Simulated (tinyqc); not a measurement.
Inside a calculation: polytypes by hexagonality, and a cubic inclusion as a quantum well. Values are carried at full precision from step to step, so a last printed digit may differ when a step is redone from the rounded ones.

A layer is h if its two neighbours in the periodic sequence sit on the same site, k otherwise; the hexagonality h is the share of h layers.

Constants: hbar^2/2m0 = 3.80998211 eV angstrom^2.

Inputs chosen for the exercise (of the order of those of GaN; the results hold for these values, not for the real material): E3 = 3.289 eV (gap of the cubic polytype); E2 = 3.512 eV (gap of 2H); Ev2 = 0.05 eV (valence top of 2H above that of 3C); P2 = -0.0167 C/m^2 (spontaneous polarisation of 2H); m = (0.211, 0.194) m0 (electron mass along c in the cubic layer and in the host); d = 2.585 angstrom (thickness of a double layer); eps = 9.3 (dielectric constant); N = 2 (double layers in the cubic inclusion).

## Hexagonality

Stacking sequences:
```
polytype               sequence
6H                       ABCACB
21R       ABCACBACABCBACBCABACB
15R             ABCACBCABACABCB
9R                    ABCBCACAB
2H                           AB
```

Give the h/k string and h of each.

Hexagonality:
```
polytype             h/k string       h
6H                       hkkhkk  0.3333
21R       hkkhkkkhkkhkkkhkkhkkk  0.2857
15R             hkkhkhkkhkhkkhk  0.4000
9R                    hkhhkhhkh  0.6667
2H                           hh  1.0000
```

## Gaps and band edges

Gap: E3 + (E2 - E3) h. Valence top Ev2 h and polarisation P2 h, both counted from 3C; Ec = Ev + gap.

Evaluate for each polytype.

Results:
```
polytype  gap (eV)  Ev (eV)  Ec (eV)  P (C/m^2)
6H          3.3633   0.0167   3.3800   -0.00557
21R         3.3527   0.0143   3.3670   -0.00477
15R         3.3782   0.0200   3.3982   -0.00668
9R          3.4377   0.0333   3.4710   -0.01113
2H          3.5120   0.0500   3.5620   -0.01670
```

The widest gap is that of 2H, the narrowest that of 21R. Ev and Ec both rise with h, so 3C collects electrons and the more hexagonal side holes: a staggered line-up.

## The bound level without the field

A cubic inclusion of width L = N d in the host (h = 1) is a well of depth V = Ec(host) - Ec(3C). Square well with mass mismatch: k tan(k L/2) = (m_w/m_b) q, k = sqrt(m_w E/c), q = sqrt(m_b (V - E)/c), c = hbar^2/2m0, lowest root. The depth of the level, V - E, is its binding, and the transition to the valence top of the host is gap(host) - (V - E). The step in polarisation gives a field |F| = |P|/(eps eps0) in a thin inclusion, eps0 = 8.8541878e-12 F/m.

Give V, L, the level E, its depth below the host conduction edge and the transition to the valence top of the host, gap(host) - (V - E).

V = 0.2730 eV
L = 5.170 angstrom
E above the bottom = 0.2503 eV
depth below the host edge = 0.0227 eV
transition = 3.4893 eV

The level keeps 8 % of the well depth. The transition lies above the gap of 3C itself (3.289 eV). At a few layers the effective-mass picture is only a guide.

## The polarisation field

Give |F|, the drop |F| L, the bound charge |P|/e per cm^2 (e = 1.602176634e-19 C), and, as a first estimate, the shift -|F| L/2 of the transition for an electron centred in the layer and a hole in the host on the high side.

|F| = 2.028 MV/cm
drop = 104.9 meV
bound charge = 1.04e+13 cm^-2
estimated shift = -52.4 meV

The drop is 38 % of the well depth. The host edge on the low side sinks by 52 meV against the centre, more than the 23 meV by which the flat well binds, so the level may not survive the field and the estimate must be checked.

## Checks

- Square-well root against finite differences on a grid of 0.5 angstrom (eV): both 0.250.

Computed by tinyqc, a small Python program: `OMP_NUM_THREADS=1 python tinyqc.py 1850318 1850319 out.jsonl` (the numbers bound the seed that draws the inputs); one thread of a shared host (Intel(R) Xeon(R) Processor @ 2.30GHz), about 0.06 s for the whole set of steps.
